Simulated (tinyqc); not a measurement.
Plane-wave Kohn-Sham cycle with exchange-only LDA in a layered model solid, step by step. One step of it, computed by the program tinyqc.

Task: Iteration 2: potential. V_H(G) = 4 pi rho(G)/G^2 for G != 0 (uniform background); v_x = -(3 rho/pi)^(1/3); V = V_ext + V_H + v_x; Fourier components f(G_m) = (1/N) sum_j f(x_j) exp(-i G_m x_j).

A solid whose potential varies along x alone (atomic units):
```
parameter                      value
period a                   11.100000
cross-section of the cell  36.000000
electrons per cell                 2
grid points                       16
plane waves -n..n, n               2
k points                           3
V1 in V1 cos(2 pi x/a)     -0.630000
V2 in V2 cos(4 pi x/a)     -0.050000
```

density after iteration 1 (e/bohr^3): [0.01151158, 0.00975078, 0.00605396, 0.00328065, 0.00256826, 0.00303911, 0.00361075, 0.00394948, 0.00406254, 0.00394948, 0.00361075, 0.00303911, 0.00256826, 0.00328065, 0.00605396, 0.00975078]

Give: Potentials on the grid; V(G_m), m = 0, 1, 2, ....

Result:

Potentials on the grid (hartree):
```
x          V_ext      V_H      v_x        V
0.0000   -0.6800   0.1373  -0.2223  -0.7651
0.6937   -0.6174   0.1185  -0.2104  -0.7092
1.3875   -0.4455   0.0721  -0.1795  -0.5529
2.0812   -0.2057   0.0188  -0.1463  -0.3333
2.7750    0.0500  -0.0252  -0.1349  -0.1100
3.4688    0.2764  -0.0550  -0.1426   0.0788
4.1625    0.4455  -0.0729  -0.1511   0.2215
4.8563    0.5467  -0.0823  -0.1557   0.3087
5.5500    0.5800  -0.0853  -0.1571   0.3376
6.2438    0.5467  -0.0823  -0.1557   0.3087
6.9375    0.4455  -0.0729  -0.1511   0.2215
7.6312    0.2764  -0.0550  -0.1426   0.0788
8.3250    0.0500  -0.0252  -0.1349  -0.1100
9.0188   -0.2057   0.0188  -0.1463  -0.3333
9.7125   -0.4455   0.0721  -0.1795  -0.5529
10.4062  -0.6174   0.1185  -0.2104  -0.7092
```

V(G_m), m = 0, 1, 2, ... (hartree): [-0.1638, -0.2746, -0.0259, -0.0016, 0.0010]
